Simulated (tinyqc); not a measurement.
Input admittance of a MOSFET at zero drain bias: distributed channel and distributed gate: two steps of the calculation.

Source and drain grounded, strong inversion, w = 2 pi f, Cox = eps0 eox/tox. The channel is an RC line of resistance 1/(mu Cox Vo) per square fed from both ends, so one finger has the intrinsic admittance y = i w Cox L tanh(g)/g per width, g = (1/2) sqrt(i w tau), tau = L^2/(mu Vo). The vertical resistance rv/L is in series with y, the overlaps 2 i w Cov in parallel: y_t = 1/(1/y + rv/L) + 2 i w Cov. The gate strip is a line of Rsh/L per length loaded by y_t, so a finger has Y = y_t Wf tanh(k)/k, k = (Wf/sd) sqrt(y_t Rsh/L); the device has Nf Y.

Parameters, values chosen for the exercise; values of the order met in silicon radio-frequency transistors:
```
symbol,value,unit,meaning
eox,3.9,,relative permittivity of the gate insulator (close to silicon dioxide)
tox,4.7,nm,insulator thickness
L,0.74,um,channel length
Wf,2,um,finger width
Nf,4,,number of fingers
mu,240,cm^2/(V s),channel mobility
Vo,0.77,V,gate overdrive
Rsh,36,ohm/square,sheet resistance of the gate
rv,2.3,ohm um^2,vertical resistivity of the gate stack
sd,1,,number of ends at which a finger is contacted
Cov,0.18,fF/um,overlap and fringe capacitance on each side
f,4.2,GHz,frequency
```

Constants: eps0 = 8.8541878128e-14 F/cm where lengths are in cm. Results are converted to the units shown.

Question 1. Low-frequency resistances and capacitance. Low-frequency limits, with c = Cox L and ct = c + 2 Cov: R_strip = Rsh Wf/(3 sd^2 L Nf), R_ch = (c/ct)^2 L/(12 mu Cox Vo Wf Nf), R_vert = (c/ct)^2 rv/(L Wf Nf), C = ct Wf Nf.

Find: parts; sum; C; 1/(2 pi R C).

Answer 1.

parts (ohm): strip 8.1081, channel 49.941, vertical 0.34176
sum = 58.390 ohm
C = 46.375 fF
1/(2 pi R C) = 58.776 GHz

The channel term is the largest, 85.5 % of the sum.

Question 2. Admittance of the channel and stack per width. tau, g, c = Cox L, y and y_t as defined.

Give: tau; g; c; y; y_t.

Answer 2.

tau = 29.63 ps
g = 0.3126+0.3126i
c = 5.437 fF/um
y = 9.3+142.7i uS/um
y_t = 9.4+152.2i uS/um

w tau = 0.782, and Im y is 0.995 of w c.

Program tinyqc, `OMP_NUM_THREADS=1 python tinyqc.py 2262075 2262076 out.jsonl`; Intel Xeon 2.30GHz, shared host, one thread, about 0.01 s.
